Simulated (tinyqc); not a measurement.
Charge-trap memory cell: two steps of the calculation.

Channel, tunnel oxide, storage layer, blocking layer, gate. N electrons per area sit in a sheet at the centroid and shift the threshold by U = (q/eps0) N (tb/eb + xc tn/en). EOT = t1 + 3.9 (tn/en + tb/eb); tunnel field F = (Vg - U)/EOT; dN/dt = eta (J/q)(1 - N/Nm). Fowler-Nordheim: J = A F^2 exp(-B/F), A = q^2/(16 pi^2 hbar mo phi) (times 1e14 for A/cm^2 with F in V/nm, emitter mass m0), B = (4/3) sqrt(mo/C) phi^1.5, C = hbar^2/(2 m0).

Inputs (values chosen for the exercise); oxide values close to those of silicon dioxide, storage layer close to silicon nitride, blocking layer close to aluminium oxide:
```
symbol   value   unit                                                      meaning
phi       3.11     eV                                               tunnel barrier
mo        0.46     m0                                              tunnelling mass
t1         5.2     nm                              tunnel oxide (permittivity 3.9)
tn         7.6     nm                                                storage layer
en         7.2                                           its relative permittivity
tb          14     nm                                               blocking layer
eb           9                                           its relative permittivity
xc        0.44         charge centroid, share of tn counted from the blocking side
eta       0.84                                capture efficiency of an empty layer
Nm      2.7e13  cm^-2                                                 trap density
T          398      K                                          storage temperature
E1        1.05     eV                                        shallowest trap depth
E2        1.61     eV                                           deepest trap depth
nu        1e12    1/s                                            attempt frequency
Vg        17.7      V            gate voltage less flat band and surface potential
```

Constants: q = 1.602176634e-19 C, kB = 1.380649e-23 J/K, hbar = 1.054571817e-34 J s, m0 = 9.1093837015e-31 kg, Vt = kB T/q, eps0 = 8.8541878128e-14 F/cm where lengths are in cm, hbar^2/(2 m0) = 0.0380998212 eV nm^2. Results are converted to the units shown.

Problem 1. Constants of the stack. EOT, the shift for 1e12 electrons per cm^2, the shift with all traps full, and the starting field, current and rate.

Give: EOT; shift for 1e12 cm^-2; shift with all traps full; F(0); J(0); dN/dt at the start.

Solution 1.

EOT = 15.38 nm
shift for 1e12 cm^-2 = 0.3655 V
shift with all traps full = 9.869 V
F(0) = 1.151 V/nm
J(0) = 0.03659 A/cm^2
dN/dt at the start = 1.918e17 cm^-2 s^-1

Problem 2. Retention after ten years. Retention: filled traps are spread evenly in depth from E1 to E2, and each empties at the rate nu exp(-E/kB T). The share left is the mean of exp(-nu t exp(-E/kB T)) = [kB T/(E2 - E1)] [E1x(nu t exp(-E2/kB T)) - E1x(nu t exp(-E1/kB T))], E1x the exponential integral; traps shallower than about Ed = kB T ln(nu t) are empty. t = 3.15576e8 s.

Give: Ed; share left; loss a decade while Ed lies between E1 and E2, kB T ln 10/(E2 - E1).

Solution 2.

Ed = 1.6188 eV
share left = 0.0083682
loss a decade while Ed lies between E1 and E2, kB T ln 10/(E2 - E1) = 0.14102

Ed lies beyond E2, so the layer is nearly empty.

Range of the model: The Fowler-Nordheim form needs F t1 above phi; trap-assisted paths and leakage through the blocking layer are left out.

tinyqc, about 0.07 s, one thread, Intel Xeon 2.30GHz (shared host): `OMP_NUM_THREADS=1 python tinyqc.py 2130085 2130086 out.jsonl`
